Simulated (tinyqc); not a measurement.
## Off-state leakage of single and stacked transistors: subthreshold current against the height of the stack

n-channel devices of unit width. Subthreshold current I(Vg, Vs, Vd) = I0 (T/300 K)^0.5 exp[(Vg - Vs - VT(T) - gb (Vs - Vb) + dd (Vd - Vs))/(nf Vt)] (1 - exp(-(Vd - Vs)/Vt)), VT(T) = VT - cT (T - 300 K). Gate-edge tunnelling Ig (Vd/1 V) exp(ag (Vd - 1 V)), for a gate at 0 V, and band-to-band leakage Ab u exp(-Bb/u), u = Vd - Vb + 1 V, flow at a drain held at V; both are taken as independent of T. In a stack of off transistors (all gates at 0 V) the same subthreshold current passes through each.

All n gates at 0 V, bottom source at 0 V, top drain at V; node voltages follow from equal currents.

Inputs (values chosen for the exercise); values of the order met in bulk silicon logic transistors:
```
symbol,value,unit,meaning
T,300,K,temperature
V,1.1,V,supply voltage
VT,0.45,V,"threshold at 300 K, zero drain and body bias"
cT,0.6,mV/K,fall of the threshold with temperature
I0,0.25,uA/um,current at threshold at 300 K
nf,1.48,,slope factor
dd,0.05,,drain-induced lowering per volt
gb,0.16,,rise of the threshold per volt of source-body bias
Vb,0,V,body voltage
```

Constants: q = 1.602176634e-19 C, kB = 1.380649e-23 J/K, Vt = kB T/q. Results are converted to the units shown.

Subthreshold current against the height of the stack:
```
n	I (nA/um)	reduction factor	drain voltage of the bottom device (mV)	source voltage of the top device (mV)	voltage across the top device (V)
1	0.0082102	1.0000	1100.0	0	1.1000
2	0.0017618	4.6601	48.665	48.665	1.0513
3	0.0010095	8.1330	18.205	66.275	1.0337
4	7.1099e-4	11.548	11.503	77.359	1.0226
5	5.4978e-4	14.933	8.4505	85.490	1.0145
6	4.4859e-4	18.302	6.6908	91.922	1.0081
```

What does the comparison show?

The second transistor cuts the current by a factor of 4.66, the third by a further 1.75 and the sixth by 1.23. The top device keeps 91.6 % of the supply at n = 6, while the drain voltage of the bottom one falls to 0.259 Vt.

Numbers from tinyqc (`OMP_NUM_THREADS=1 python tinyqc.py 2242086 2242087 out.jsonl`; about 0.03 s on one thread of a shared Intel Xeon 2.30GHz).
